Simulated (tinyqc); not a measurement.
Worked calculation: geometry optimisation on the RHF/sto-3g surface (energies and gradients from PySCF), for BeH2, spin multiplicity 1. One step of it, computed by the program tinyqc.

Problem. Step 2: move. Quasi-Newton step p = -H^(-1) g (the inverse Hessian comes from BFGS updates; coordinates in the order x, y, z of each atom); steps longer than 0.5 bohr are cut back.

positions after step 1 (bohr):
```
            x          y          z
1Be  0.050573   0.100900   0.034697
2H   0.021381   2.410142   0.079382
3H   0.083004  -2.648992  -0.036599
```

gradient (hartree/bohr):
```
               x            y            z
1Be  -0.00106800   0.09156531   0.00246631
2H    0.00042517  -0.03543678  -0.00086256
3H    0.00064283  -0.05612853  -0.00160375
```

inverse Hessian in use (bohr^2/hartree), lower triangle:
```
           1          2          3          4          5          6         7          8
1   6.666244
2   0.035434   3.725726
3   0.000882  -0.070434   6.665239
4   0.000094  -0.005145   0.000128   6.666901
5  -0.007532   0.388977  -0.012761  -0.020718   8.498918
6  -0.000153   0.005756  -0.000509  -0.000617   0.054423   6.668272
7   0.000328  -0.030289  -0.001010  -0.000328   0.028249   0.000769  6.666667
8  -0.027902   2.551964   0.083195   0.025863  -2.221228  -0.060179  0.002040   6.335931
9  -0.000729   0.064678   0.001937   0.000489  -0.041661  -0.001096  0.000240  -0.023016

          9
9  6.665826
```

Give: positions after step 2.

Solution.

positions after step 2 (bohr):
```
         x       y       z
1Be  0.053  -0.083   0.029
2H   0.020   2.551   0.083
3H   0.083  -2.606  -0.035
```
